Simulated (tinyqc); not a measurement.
Resistance of a tapered via with liner, size effect and interface: two steps of the calculation.

A round via whose diameter grows from db at the bottom as D(z) = db + 2 z/tan(ang). The fill, of diameter D - 2 tl, starts above the bottom liner (thickness fb tl) and has rho = rho0 (1 + ks lam/(D - 2 tl)); the sidewall liner conducts in parallel with it. The bottom liner and the interface are crossed over the full area pi db^2/4. Spreading in the lines above and below is left out.

Values chosen for this exercise; fill metal close to copper: diameter at the bottom db = 32 nm; height hv = 47 nm; sidewall angle ang = 88 degrees; bulk resistivity of the fill rho0 = 1.63 uohm cm; mean free path of the fill lam = 40.9 nm; size-effect factor ks = 0.9; liner on the sidewall tl = 2.9 nm; liner at the bottom over that on the sidewall fb = 0.5; resistivity of the liner rl = 560 uohm cm; interface resistivity at the bottom ri = 5.9e-12 ohm cm^2; ballistic conductance per area, about 3/(4 rho0 lam) Sb = 1.1e15 S/m^2.

Problem 1. Slices of the via. Slices between z0 = fb tl and hv, evaluated at their midpoints: conductance per length pi/4 [(D - 2 tl)^2/rho + (D^2 - (D - 2 tl)^2)/rl], slice resistance = slice height over that. 8 slices.

Find: z; D; rho; slice resistance.

Solution 1.

```
slice  z (nm)  D (nm)  rho (uohm cm)  slice resistance (ohm)
0      4.2969  32.300         3.8942                 0.40065
1      9.9906  32.698         3.8607                 0.38558
2      15.684  33.095         3.8282                 0.37130
3      21.378  33.493         3.7966                 0.35777
4      27.072  33.891         3.7659                 0.34493
5      32.766  34.288         3.7361                 0.33273
6      38.459  34.686         3.7071                 0.32115
7      44.153  35.084         3.6789                 0.31013
```

Problem 2. Total resistance. R_fill = sum of the slices; R_bottom = rl fb tl/(pi db^2/4); R_interface = ri/(pi db^2/4); ballistic (Sharvin) limit 1/(Sb pi (db - 2 tl)^2/4); ideal cylinder rho0 hv/(pi db^2/4).

slice resistance, slice 0 to 7 (ohm): 0.40064747  0.38557778  0.37130259  0.35776874  0.34492736  0.33273345  0.32114551  0.31012527

Find: parts; R; shares; ballistic limit; ideal cylinder.

Solution 2.

parts (ohm): fill 2.824, bottom liner 10.10, interface 0.7336
R = 13.65 ohm
shares (%): fill 20.68, bottom liner 73.94, interface 5.37
ballistic limit = 1.686 ohm
ideal cylinder = 0.9526 ohm

The bottom liner is the largest part, and R is 14.3 times the ideal cylinder. With 2000 slices R = 13.654 ohm.

Numbers from tinyqc (`OMP_NUM_THREADS=1 python tinyqc.py 2750081 2750082 out.jsonl`; about 0.01 s on one thread of a shared Intel Xeon 2.30GHz).
